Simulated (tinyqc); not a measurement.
Plane-wave Kohn-Sham cycle with exchange-only LDA in a layered model solid, step by step. One step of it, computed by the program tinyqc.

Problem. Iteration 2: levels at that k. Diagonalise the Hermitian matrix.

H (hartree), lower triangle:
```
,-2,-1,+0,+1,+2
-2,0.250111
-1,-0.349480,-0.074814
+0,0.001174,-0.349480,-0.183123
+1,-0.000248,0.001174,-0.349480,-0.074814
+2,-0.000071,-0.000248,0.001174,-0.349480,0.250111
```

Give: eigenvalues.

Solution.

eigenvalues (hartree): -0.687  -0.298  0.085  0.473  0.596
